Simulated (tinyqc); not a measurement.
From results back to parameters: smearing for a one-band metal on the simple cubic lattice. Three cases, with inputs chosen for the exercise.

Problem. With Gaussian smearing, f = erfc(x)/2, s = exp(-x^2)/(2 sqrt(pi)), x = (E_k - mu)/sigma and free energy F = E - sigma S, small widths give F(sigma) = E0 - D sigma^2/4, where D is the density of states at the Fermi level (both spins, per cell). F at two widths was computed from hidden E0 and D.

Case 1.

Values chosen: s1 = 0.074 eV; s2 = 0.148 eV.
F(s1) = -0.9418126 eV
F(s2) = -0.9472502 eV

Case 2.

Values chosen: s1 = 0.121 eV; s2 = 0.242 eV.
F(s1) = -1.7895680 eV
F(s2) = -1.8032720 eV

Case 3.

Values chosen: s1 = 0.05 eV; s2 = 0.1 eV.
F(s1) = -0.8838469 eV
F(s2) = -0.8851875 eV

Find: D; E0.

Solution. D = 4 (F(s1) - F(s2))/(s2^2 - s1^2); E0 = F(s1) + D s1^2/4.

Case 1.

D = 1.324 1/eV
E0 = -0.9400 eV

Case 2.

D = 1.248 1/eV
E0 = -1.7850 eV

Case 3.

D = 0.715 1/eV
E0 = -0.8834 eV

Computed by tinyqc, one run a case: `OMP_NUM_THREADS=1 python tinyqc.py N N+1 out.jsonl` with N = 1682013, 1682137, 1682181; one thread of a shared Intel(R) Xeon(R) Processor @ 2.30GHz, about 0.3 s a run at most.
